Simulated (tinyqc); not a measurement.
# Gap and voltage scale from two read currents

Problem. I = I0 exp(-g/g0) sinh(Vd/V0) at a fixed gap. Find V0 and g.

Values chosen for this exercise:

| symbol | value | unit | meaning |
|---|---|---|---|
| I0 | 0.46 | mA | current scale |
| g0 | 0.32 | nm | tunnelling length |

I at Vd = 0.1 and 0.5 V (uA): [0.34093045, 2.0023357]

Solution. The ratio of the currents depends on V0 alone and falls steadily as V0 grows; either current then gives g.

V0 = 0.4900 V
g = 1.800 nm

tinyqc, about 0.1 s, one thread, Intel Xeon 2.30GHz (shared host): `OMP_NUM_THREADS=1 python tinyqc.py 2880131 2880132 out.jsonl`
